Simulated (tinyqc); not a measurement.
Inside a calculation. Model: thin-film transistor with exponential tail and deep states, accumulation layer.

tinyqc, about 0.02 s, one thread, Intel Xeon 2.30GHz (shared host): `OMP_NUM_THREADS=1 python tinyqc.py 2610002 2610003 out.jsonl` Printed values are rounded.

An undoped film in accumulation, thicker than the space-charge layer. With band bending psi the Fermi level lies E0 - psi below the band edge. Free electrons n = n0 exp(psi/Vt) carry the current; electrons in two exponential distributions of traps, a = a0 exp(psi/Va) and d = d0 exp(psi/Vp), do not. Linear regime, ohmic contacts, traps in equilibrium.

Inputs (values chosen for the exercise); values close to those of amorphous silicon:
```
symbol,value,unit,meaning
T,250,K,temperature
eps_r,11.8,,relative permittivity of the semiconductor
Nc,4.4e19,cm^-3,density of extended states
mb,7.3,cm^2/(V s),band mobility
Nt,6.3e19,cm^-3,total density of tail states
Tt,340,K,characteristic temperature of the tail
Nd,5.4e17,cm^-3,total density of deep states
Td,1200,K,characteristic temperature of the deep states
E0,0.43,eV,bulk Fermi level below the band edge
Ci,100,nF/cm^2,gate capacitance
WL,2,,ratio W/L
Vd,0.2,V,drain voltage
Vg,4,V,gate voltage above flat band
```

Constants: q = 1.602176634e-19 C, kB = 1.380649e-23 J/K, Vt = kB T/q, eps0 = 8.8541878128e-14 F/cm where lengths are in cm. Results are converted to the units shown.

Range of the model: The th form assumes a Fermi level far below the band edge; at the surface it overcounts the filled tail by a factor of about 1.5.

## Bulk densities

Va = kB Tt/q, Vp = kB Td/q; n0 = Nc exp(-E0/Vt), a0 = Nt th(T/Tt) exp(-E0/Va), d0 = Nd th(T/Td) exp(-E0/Vp), th(x) = pi x/sin(pi x).

Va = 0.0292989 V
Vp = 0.103408 V
th(T/Tt) = 3.12580
n0 = 9.44135e10 cm^-3
a0 = 8.32654e13 cm^-3
d0 = 9.07684e15 cm^-3

## Iteration 1: surface potential by Newton steps

psi at the start = 0.48 V

Va = kB Tt/q, Vp = kB Td/q. G(psi) = sum over the three kinds of c0 [V (exp(psi/V) - 1) - psi], field F = sqrt(2 q G/(eps0 eps_r)); Vg = psi + eps0 eps_r F/Ci at the surface. f = psi + eps0 eps_r F/Ci - Vg, f' = 1 + q rho/(Ci F) with rho = sum c0 (exp(psi/V) - 1); psi(new) = psi - f/f'.

F = 3569.21 kV/cm
f = 33.7709 V
f' = 689.643
psi after iteration 1 = 0.431031 V

## Iteration 2: surface potential by Newton steps

As before.

F = 1468.00 kV/cm
f = 11.7686 V
f' = 274.632
psi after iteration 2 = 0.388179 V

## Course of the iteration: surface potential by Newton steps

Stop when psi changes by less than 1e-10 V, or after 30 iterations. psi must stay between 0 and 5 V.

Course of the iteration:
```
iteration	psi (V)	|change| (V)
1	0.431031	0.0490
2	0.388179	0.0429
3	0.359587	0.0286
4	0.349287	0.0103
5	0.348230	1.06e-3
6	0.348220	9.94e-6
7	0.348220	8.68e-10
8	0.348220	0
```

Converged in 8 iterations. At the end the number of correct digits about doubles with each step.

## Free and total charge, current

psi_s = 0.348220 V

Va = kB Tt/q, Vp = kB Td/q. G(psi) = sum over the three kinds of c0 [V (exp(psi/V) - 1) - psi], field F = sqrt(2 q G/(eps0 eps_r)); Vg = psi + eps0 eps_r F/Ci at the surface. Total charge Q = Ci (Vg - psi_s); free charge Qf = q times the integral of n0 (exp(psi/Vt) - 1)/F over psi from 0 to psi_s; I = (W/L) mb Qf Vd; effective mobility mb Qf/Q.

surface densities (cm^-3): free 9.88177e17, tail 1.20804e19, deep 2.63265e17
Q = 365.178 nC/cm^2
Qf = 14.8080 nC/cm^2
effective mobility = 0.296016 cm^2/(V s)
I = 43.2393 nA

4.06 % of the induced charge is free, against 7.41 % of the electrons right at the surface.
